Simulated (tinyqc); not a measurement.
From results back to parameters: static screening by free carriers. Two cases, with inputs chosen for the exercise.

Problem. At zero temperature the gas shows Friedel oscillations of period pi/kF and a Thomas-Fermi length 1/qTF; n and m are hidden.

kF = (3 pi^2 n/Mv)^(1/3), EF = c kF^2/m with c = hbar^2/2m0, n in 1/angstrom^3 (1e-24 per 1/cm^3), e2 = e^2/(4 pi eps0). Thomas-Fermi: qTF^2 = 6 pi e2 n/(eps EF). Debye: qD^2 = 4 pi e2 n/(eps kB T).

Constants: hbar^2/2m0 = 3.80998211 eV angstrom^2; e^2/(4 pi eps0) = 14.39964547 eV angstrom.

Case 1.

Values chosen (out of a larger set: near those of SiC; not measured data): Mv = 3 (valleys); eps = 9.26 (background dielectric constant).

period = 239.042 angstrom
1/qTF = 15.9023 angstrom

Case 2.

Values chosen (out of a larger set: near those of InAs; not measured data): Mv = 1 (valleys); eps = 15.2 (background dielectric constant).

period = 108.494 angstrom
1/qTF = 91.6027 angstrom

Find: kF; n; m.

Solution. kF = pi/period and n = Mv kF^3/(3 pi^2); qTF^2 = 2 e2 Mv m kF/(pi eps c) then gives m.

Case 1.

kF = 0.01314 1/angstrom
n = 2.30e+17 1/cm^3
m = 0.386 m0

Case 2.

kF = 0.02896 1/angstrom
n = 8.20e+17 1/cm^3
m = 0.026 m0

Computed by tinyqc, one run a case: `OMP_NUM_THREADS=1 python tinyqc.py N N+1 out.jsonl` with N = 1681071, 1681073; one thread of a shared Intel(R) Xeon(R) Processor @ 2.30GHz, about 0.01 s a run at most.
